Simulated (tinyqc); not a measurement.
Comparisons within one model: Shockley-Read-Hall recombination through one deep level. A value that a table varies takes the place of the one given here.

One level at Et with degeneracy 1: tn = 1/(sn vth Nt), tp = 1/(sp_ vth Nt), n1 = Nc exp((Et - Eg)/kT), p1 = Nv exp(-Et/kT), ni^2 = n1 p1. Equilibrium n0 = Nm, p0 = ni^2/Nm; n = n0 + dn, p = p0 + dn. U = (n p - ni^2)/(tp (n + n1) + tn (p + p1)), lifetime dn/U; emission rates en = sn vth n1, ep = sp_ vth p1.

Constants: kB = 8.617333262e-05 eV/K.

Inputs chosen for the exercise (gap and densities of states near those of Si at this temperature; the results hold for these values, not for the real material):
- E1 = 0.555 eV (level (+1/0) above Ev)
- E2 = 0.661 eV (level (0/-1) above Ev)
- gm = 1 (degeneracy of the middle state, the others 1)
- T = 300 K
- Eg = 1.125 eV (gap)
- Nc = 2.76e+19 1/cm^3 (conduction-band density of states)
- Nv = 1.13e+19 1/cm^3 (valence-band density of states)
- Nd = 4.2e+13 1/cm^3 (ionised shallow donors minus acceptors)
- Et = 0.661 eV (recombination level above Ev)
- Nt = 1.9e+13 1/cm^3 (defects)
- sn = 5.3e-15 cm^2 (electron capture cross-section)
- sp_ = 9.4e-16 cm^2 (hole capture cross-section)
- vth = 15000000 cm/s (thermal velocity, both carriers)
- Nm = 7.8e+14 1/cm^3 (equilibrium electrons for the lifetime steps)
- dn = 2.9e+16 1/cm^3 (excess pairs)

## Charge state against the Fermi level (deep level with several charge states)

Energies from Ev. The defect has charge states +1, 0, -1 with weights 1, gm exp((EF - E1)/kT), exp((2 EF - E1 - E2)/kT); the shares are the weights over their sum. Boltzmann carriers: n = Nc exp((EF - Eg)/kT), p = Nv exp(-EF/kT). Neutrality: p - n + Nd + Nt <q> = 0.

Shares:
```
EF (eV)     +1      0     -1     <q>
0.068    1.000  0.000  0.000   1.000
0.157    1.000  0.000  0.000   1.000
0.247    1.000  0.000  0.000   1.000
0.337    1.000  0.000  0.000   1.000
0.427    0.993  0.007  0.000   0.993
0.517    0.812  0.187  0.001   0.812
0.607    0.106  0.795  0.098   0.008
0.697    0.001  0.199  0.800  -0.800
0.788    0.000  0.007  0.993  -0.993
0.877    0.000  0.000  1.000  -1.000
0.967    0.000  0.000  1.000  -1.000
1.057    0.000  0.000  1.000  -1.000
```

Where the levels are several kT apart the middle state rules between about E1 - kT ln gm = 0.555 and E2 + kT ln gm = 0.661 eV; its largest share listed is 0.795. Each step spreads from 10 % to 90 % over 4.4 kT = 0.114 eV.

## Defects against doping (deep level with several charge states)

Nt takes the listed multiples of |Nd|; the resistivity uses mobilities of 1000 (electrons) and 300 (holes) cm^2/(V s), chosen for the exercise, and e = 1.602176634e-19 C.

Neutral state:
```
Nt/|Nd|  EF (eV)  n (1/cm^3)  p (1/cm^3)  rho (ohm cm)
0.01      0.7784    4.16e+13    9.46e+05           150
0.10      0.7760    3.78e+13    1.04e+06           165
0.30      0.7696    2.96e+13    1.33e+06           211
0.60      0.7560    1.74e+13    2.26e+06           358
0.90      0.7308    6.59e+12    5.97e+06           948
1.10      0.7066    2.59e+12    1.52e+07      2.41e+03
1.50      0.6779    8.52e+11    4.62e+07      7.33e+03
3.00      0.6458    2.46e+11    1.60e+08      2.54e+04
10.00     0.6204    9.21e+10    4.27e+08      6.77e+04
```

EF goes from 0.778 to 0.620 eV and the resistivity from 150 to 6.77e+04 ohm cm, with a largest value of 6.77e+04. The largest move of EF, -0.032 eV, comes between Nt/|Nd| = 1.5 and 3; the levels lie at 0.555 and 0.661 eV. A defect can take up to one carrier of either sign, so the doping can be cancelled no earlier than Nt = |Nd|, there only if EF lies well beyond the level that takes the carriers and otherwise at larger Nt (mean charge -0.10 in the last row).

## Lifetime against injection

Recombination:
```
dn (1/cm^3)  lifetime (microsecond)  U (1/(cm^3 s))
1.0e+11                       3.735        2.68e+16
1.0e+12                       3.736        2.68e+17
1.0e+13                       3.743        2.67e+18
1.0e+14                       3.810        2.62e+19
1.0e+15                       4.106        2.44e+20
1.0e+16                       4.347        2.30e+21
1.0e+17                       4.390        2.28e+22
1.0e+18                       4.394        2.28e+23
```

The lifetime rises from 3.735 to 4.394 microsecond; tn + tp = 4.395. At low injection it is tp (1 + n1/n0) + tn p1/n0 with n1/Nm = 0.00057 and p1/Nm = 1.1e-07: re-emission is negligible, so minority capture alone counts. Auger and radiative paths are left out; they cut in at the highest injections, and in a doped direct-gap crystal the radiative one counts at all injections. dn = dp neglects trapped charge, which matters where the traps hold a charge comparable with dn, at low injection and with very unequal cross sections.

## Where a level does most harm

Et takes the values listed; G = Nt en ep/(en + ep) in a depleted region; the lifetime is for dn = 1e11 1/cm^3.

Results:
```
Et (eV)  lifetime (microsecond)  G (1/(cm^3 s))
0.068                       695        7.30e+07
0.157                      25.8        2.28e+09
0.247                      4.41        7.42e+10
0.337                      3.75        2.41e+12
0.427                      3.73        7.83e+13
0.517                      3.73        1.81e+15
0.607                      3.73        1.92e+14
0.697                      3.74        5.92e+12
0.788                      4.02        1.75e+11
0.877                      12.7        5.60e+09
0.967                       296        1.72e+08
1.057                  9.52e+03        5.30e+06
```

Generation peaks where en = ep, at Eg/2 + (kT/2) ln(sp_ Nv/(sn Nc)) = 0.529 eV; the largest value listed is at 0.517 eV, and G falls by a decade for each 0.060 eV away from the peak. The lifetime is within a factor 2 of its minimum, 3.73 microsecond, from 0.247 to 0.788 eV: recombination tolerates a wide range of Et, generation a narrow one.

## What moves lifetime and leakage

G = Nt en ep/(en + ep). Each row changes one parameter from the base and keeps the others.

Results:
```
case                  lifetime (microsecond)  G (1/(cm^3 s))
base                                   4.377        2.38e+13
Et = 0.701 eV                          4.378        5.07e+12
sn = 1.06e-14 cm^2                     4.055        2.38e+13
sp_ = 1.88e-15 cm^2                    2.511        4.76e+13
Nt = 9.5e+12 1/cm^3                    8.755        1.19e+13
Nm = 2.34e+15 1/cm^3                   4.345        2.38e+13
dn = 8.7e+16 1/cm^3                    4.389        2.38e+13
```

The largest shifts from the base row, up to three for each result and ties (the steps differ in size, so this ranks the rows, not the parameters). lifetime (microsecond): Nt +4.38, sp_ -1.87, sn -0.322. G (1/(cm^3 s)): sp_ +2.38e+13, Et -1.87e+13, Nt -1.19e+13; unchanged at the printed digits by sn, Nm and dn.

Computed by tinyqc, a small Python program: `OMP_NUM_THREADS=1 python tinyqc.py 1682306 1682307 out.jsonl` (the numbers bound the seed that draws the inputs); one thread of a shared host (Intel(R) Xeon(R) Processor @ 2.30GHz), about 0.01 s for the whole set of steps.
